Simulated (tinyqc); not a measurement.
Three ways to the same curve: density of states of one tight-binding band of a chain.

E(k) = -2 t cos(2 pi k) - 2 t2 cos(4 pi k); k in fractions of the reciprocal vectors, mesh k_i = j/N with j = 0 .. N-1. Densities are per cell and per spin, so the band holds one state.

Each interval of the mesh is a segment with E linear in k: n = (E - e1)/(e2 - e1), g = 1/(e2 - e1) between its end values.

Gaussian broadening: g(E) = mean over the mesh of exp(-(E - E_k)^2/(2 sigma^2))/(sigma sqrt(2 pi)), n(E) = mean of erfc((E_k - E)/(sigma sqrt 2))/2.

Values chosen for the exercise:
- t = 0.56 eV (nearest hopping)
- t2 = -0.11 eV (second hopping)
- N2 = 24 (mesh points along each axis in this comparison)
- sigma = 0.28 eV (Gaussian width)

N = N2 here; the reference is the linear method with N = 4000.

g(E) (1/eV):

| E (eV) | reference | linear segments | Gaussian, sigma | Gaussian, sigma/4 | reference n(E) |
|---|---|---|---|---|---|
| -0.696 | 0.585 | 0.683 | 0.587 | 0.677 | 0.319 |
| -0.492 | 0.376 | 0.440 | 0.483 | 0.487 | 0.412 |
| -0.288 | 0.299 | 0.320 | 0.361 | 0.307 | 0.480 |
| -0.085 | 0.262 | 0.261 | 0.289 | 0.089 | 0.537 |
| 0.323 | 0.236 | 0.238 | 0.247 | 0.094 | 0.637 |
| 0.526 | 0.238 | 0.244 | 0.252 | 0.264 | 0.685 |
| 0.730 | 0.251 | 0.244 | 0.276 | 0.321 | 0.734 |
| 0.933 | 0.285 | 0.289 | 0.314 | 0.115 | 0.788 |
| 1.137 | 0.376 | 0.433 | 0.329 | 0.417 | 0.854 |

Give the missing row, E (eV) = 0.119.

Computed row:
```
E (eV)  reference  linear segments  Gaussian, sigma  Gaussian, sigma/4  reference n(E)
0.119       0.243            0.238            0.257              0.457           0.588
```

Root-mean-square errors against the reference: 0.0418 for linear segments, 0.0450 for sigma and 0.1235 for sigma/4. The narrow Gaussian is worse than the wide one, because it resolves the separate mesh levels. The reference is highest at -0.696 eV of the energies listed, and half filling lies between -0.288 and -0.085 eV.

Run: tinyqc, `OMP_NUM_THREADS=1 python tinyqc.py 1680717 1680718 out.jsonl`; Intel(R) Xeon(R) Processor @ 2.30GHz, one thread, shared host; about 0.01 s of CPU time with all checks.
